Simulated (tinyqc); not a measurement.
Worked calculation: six-band hole subbands of a thin body in a field. Values are carried at full precision from step to step, so a last printed digit may differ when a step is redone from the rounded ones.

Constants: hbar^2/2m0 = 3.80998211 eV angstrom^2.

Inputs chosen for the exercise (near those of a p-type Si channel; not measured data):
- S = (7.58, -2.1, 12.79) 1/TPa (compliances s11, s12, s44)
- sx = -2 GPa (stress along the channel [1-10], negative in compression)
- b = -2.09 eV (tetragonal potential)
- d = -4.84 eV (trigonal potential)
- g1 = 4.28 (Luttinger gamma1)
- g2 = 0.34 (gamma2)
- g3 = 1.45 (gamma3)
- face = 110 (surface)
- Dso = 0.045 eV (spin-orbit splitting)
- t = 35 angstrom (body thickness)
- F = 0.5 MV/cm (field across the body)
- kmax = 0.1 1/angstrom (end of the path)

## Strain and its block

exx = eyy = (s11 + s12) sx/2, ezz = s12 sx, exy = -s44 sx/4 (1 GPa/TPa = 1e-3). With e0 the traceless part, B_XX = 2b e0xx - b (e0yy + e0zz) and B_XY = sqrt(3) d exy.

strain, rows x, y, z and columns alike:
$$\begin{pmatrix}
-0.005480 & 0.006395 & 0 \\
0.006395 & -0.005480 & 0 \\
0 & 0 & 0.004200
\end{pmatrix}$$

B (eV), rows X, Y, Z and columns alike:
$$\begin{pmatrix}
0.02023 & -0.05361 & 0 \\
-0.05361 & 0.02023 & 0 \\
0 & 0 & -0.04046
\end{pmatrix}$$

## Confinement masses without spin-orbit coupling

C(n n^T)/c has C_XX = (g1 + 4 g2) nx^2 + (g1 - 2 g2)(ny^2 + nz^2) and C_XY = 6 g3 nx ny, n the unit normal; its eigenvalues are the inverse masses along n.

C(n n^T)/c, rows X, Y, Z and columns alike:
$$\begin{pmatrix}
4.6200 & 4.3500 & 0 \\
4.3500 & 4.6200 & 0 \\
0 & 0 & 3.6000
\end{pmatrix}$$

masses (m0): [3.7037, 0.2778, 0.1115]

The heaviest mass, 3.70, comes from a near cancellation among the gammas, so a few per cent in them move it strongly.

## The matrix for one sine at q = 0

Basis X, Y, Z times spin, hole energies counted downwards from the unstrained edge (the hydrostatic shift is left out), c = hbar^2/2m0. For a symmetric tensor T let C(T) have C_XX = L Txx + M (Tyy + Tzz), C_XY = N Txy (cyclic), L = c (g1 + 4 g2), M = c (g1 - 2 g2), N = 6 c g3. k = q + kz n, n the unit normal, q = k1 u + k2 v with u along the channel [1-10] and v = n x u. H = C(k k^T) + (Dso/3)(1 - L.sigma) - B + e F z with (L_k)_ij = -i epsilon_kij; B is the block C built from the traceless strain with 2b, -b and sqrt(3) d in place of L, M, N. Strain: exx = eyy = (s11 + s12) sx/2, ezz = s12 sx, exy = -s44 sx/4. Hard walls at z = 0 and t; basis sin(j pi z/t), j = 1 to Nz: kz^2 = (j pi/t)^2, kz = -i D with D_jl = 4 j l/(t (j^2 - l^2)), z_jj = t/2 and z_jl = -8 t j l/(pi (j^2 - l^2))^2 for j + l odd; 1 MV/cm = 0.01 eV/angstrom.

Nz = 1, in meV.

H (meV), rows X+, Y+, Z+, X-, Y-, Z- and columns alike:
$$\begin{pmatrix}
224.09 & 187.14+15.00i & 0 & 0 & 0 & -15.00 \\
187.14-15.00i & 224.09 & 0 & 0 & 0 & 15.00i \\
0 & 0 & 253.47 & 15.00 & -15.00i & 0 \\
0 & 0 & 15.00 & 224.09 & 187.14-15.00i & 0 \\
0 & 0 & 15.00i & 187.14+15.00i & 224.09 & 0 \\
-15.00 & -15.00i & 0 & 0 & 0 & 253.47
\end{pmatrix}$$

## Its levels

Diagonalise; the levels come in pairs. Give each pair and its weights on X, Y, Z, summed over spin and averaged over the pair.

levels (meV): [35.39, 252.90, 413.35]

weights, rows X, Y, Z; columns pair 1, pair 2, pair 3:
$$\begin{pmatrix}
0.498 & 0.007 & 0.495 \\
0.498 & 0.007 & 0.495 \\
0.004 & 0.986 & 0.009
\end{pmatrix}$$

## More sines

The four lowest pairs at q = 0.

Hole energies (meV):
```
Nz  pair 1  pair 2  pair 3  pair 4
1    35.39  252.90  413.35       -
2    14.26   82.32  249.95  412.13
4     9.20   61.63  110.24  179.54
8     9.10   61.18  108.40  165.32
16    9.10   61.18  108.40  165.31
```

One sine is 26.30 meV off in the top subband, since the field mixes the sines. The second pair lies 52.1 meV deeper.

## Dispersion of the top subband

Nz = 14; the two lowest levels (spin-split where the field breaks inversion), in meV from their value at q = 0.

Energies (meV):
```
|q| (1/angstrom)     u a     u b     v a     v b
0.025              20.51   21.34    8.55    8.58
0.050              82.43   84.46   34.22   34.31
0.075             183.86  188.35   77.01   77.16
0.100             310.63  319.94  136.86  137.15
```

From the mean of each pair in the first row, c q^2/E gives 0.11 m0 along u and 0.28 m0 along v. The largest distance between a and b in the table is 9.31 meV.

## Checks

- Top level at q = 0 on (001) without field and stress against c (g1 - 2 g2)(pi/t)^2, eV: both 0.11051.
- Hermiticity, and E(q) against E(-q): they agree to 1e-10 or better.

(tinyqc, `OMP_NUM_THREADS=1 python tinyqc.py 1250314 1250315 out.jsonl`, Intel(R) Xeon(R) Processor @ 2.30GHz, 1 thread, shared host, about 0.4 s.)
